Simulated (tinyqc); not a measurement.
Inside a calculation: spherical quantum dot. Values are carried at full precision from step to step, so a last printed digit may differ when a step is redone from the rounded ones.

With hard walls E = c (x/R)^2/mw, x a zero of j_l: 1s 3.141593; 2s 6.283185; 1p 4.493409; 2p 7.725252; 1d 5.763459; 2d 9.095011; 1f 6.987932; 2f 10.417119.

Constants: hbar^2/2m0 = 3.80998211 eV angstrom^2; e^2/(4 pi eps0) = 14.39964547 eV angstrom; Ry = 13.60569312 eV; a0 (Bohr radius) = 0.5291772105 angstrom; hc = 1239.841984 eV nm.

Values chosen for the exercise (near those of a non-polar GaN dot in AlGaN; not measured data): R = 25 angstrom (radius); mw = 0.199 m0 (mass inside); V0 = 0.42 eV (barrier height); mb = 0.234 m0 (mass outside); E = 0.2063 eV (trial energy); Eg = 3.465 eV (bulk gap); mh = 0.35 m0 (hole mass); eps = 9.2 (dielectric constant inside); eps_o = 5.4 (dielectric constant beyond a thin barrier shell (oxide or ligands)).

## Hard-wall levels

The six lowest of these, with their orbital degeneracy; c = hbar^2/2m0.

Hard walls:
```
state  degeneracy       x  E (eV)
1s              1  3.1416  0.3023
1p              3  4.4934  0.6185
1d              5  5.7635  1.0176
2s              1  6.2832  1.2093
1f              7  6.9879  1.4958
2p              3  7.7253  1.8282
```

Shells close, with spin and per valley, at 2, 8, 18, 20 electrons; levels above about 0.3 eV are beyond a parabolic mass, and anisotropic valleys split the shells. The real barrier, V0 = 0.42 eV, lies below 5 values at the end of the list.

## The matching condition at a trial energy

A sphere of radius R, isotropic masses, c = hbar^2/2m0, k = sqrt(mw E/c), kappa = sqrt(mb (V0 - E)/c). State n l is the spherical Bessel function j_l(k r) inside and k_l(kappa r) outside; psi and psi'/m are continuous: (k/mw) j_l'(kR)/j_l(kR) = (kappa/mb) k_l'(kappa R)/k_l(kappa R). For l = 0 this reads kR cot(kR) = 1 - (mw/mb)(1 + kappa R).

Both sides for the lowest state, in the form for l = 0.

k R = 2.5951
kappa R = 2.8641
left side = -4.2663
right side = -2.2861

The left side falls with E and the right side rises; here the left is the smaller, so the level lies below the trial energy.

## Bound levels

All roots below V0 for angular numbers 0 to 3, two each at most; the last column is the ratio to the hard-wall level.

Finite barrier:
```
state  degeneracy  E (eV)     k R  E/E(hard)
1s              1  0.1729  2.3756      0.572
1p              3  0.3389  3.3263      0.548
```

2 levels of these are bound; the lowest reaches 57 % of its hard-wall value.

## Lowest optical transition

Brus estimate with the correlation term of Kayanuma, both carriers between hard walls: E = Eg + c (pi/R)^2 (1/mw + 1/mh) - 1.786 q/(eps R) - 0.248 Ry*, with q = e^2/(4 pi eps0), Ry* = Ry mu/eps^2, 1/mu = 1/mw + 1/mh, a* = a0 eps/mu, c = hbar^2/2m0. It assumes R below about a*.

Give the terms and the wavelength hc/E.

mu = 0.1269 m0
a* = 38.4 angstrom

confinement, Coulomb and correlation terms (eV): [0.4742, -0.1118, -0.0051]

E = 3.8224 eV
wavelength = 324.4 nm

R/a* = 0.65: strong confinement, as the formula assumes. For the electron, hard walls give 129 meV more than the finite barrier.

## Charging energy

Two electrons in the hard-wall 1s state repel by U = 1.786 q/(eps R) + q (1/eps_o - 1/eps)/R, the second term from the polarisation of the surface; q = e^2/(4 pi eps0). The addition energies are U for the second electron and U + E(1p) - E(1s) for the third, with U taken as constant and hard-wall levels.

direct term = 111.8 meV
polarisation term = 44.1 meV

addition energies (meV): [155.9, 472.0]

The hard-wall 1p level lies above the real barrier, so the second value is far too large.

## Checks

- Lowest level by radial finite differences against the matching condition, eV: both 0.1729.

Computed by tinyqc, a small Python program: `OMP_NUM_THREADS=1 python tinyqc.py 1280607 1280608 out.jsonl` (the numbers bound the seed that draws the inputs); one thread of a shared host (Intel(R) Xeon(R) Processor @ 2.30GHz), about 0.05 s for the whole set of steps.
